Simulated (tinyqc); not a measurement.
# Slope factor and drain-induced lowering from three currents

Inverse problem. With source and body at 0 V, I = A exp((Vg + dd Vd)/(nf Vt)) (1 - exp(-Vd/Vt)). Find nf, the swing nf Vt ln 10 and dd.

Values chosen for this exercise:
- T = 330 K (temperature)

Constants: q = 1.602176634e-19 C, kB = 1.380649e-23 J/K, Vt = kB T/q. Results are converted to the units shown.

currents at (Vg, Vd) = (0, 0.05), (0, 0.7) and (0.1, 0.7) V (nA/um): 0.62136797  2.6729454  30.729074

Solution. The pair at equal Vd gives nf; the pair at equal Vg, after dividing out the factors 1 - exp(-Vd/Vt), gives dd.

nf = 1.440
swing = 94.29 mV/decade
dd = 0.08000

Program tinyqc, `OMP_NUM_THREADS=1 python tinyqc.py 2242071 2242072 out.jsonl`; Intel Xeon 2.30GHz, shared host, one thread, about 0.03 s.
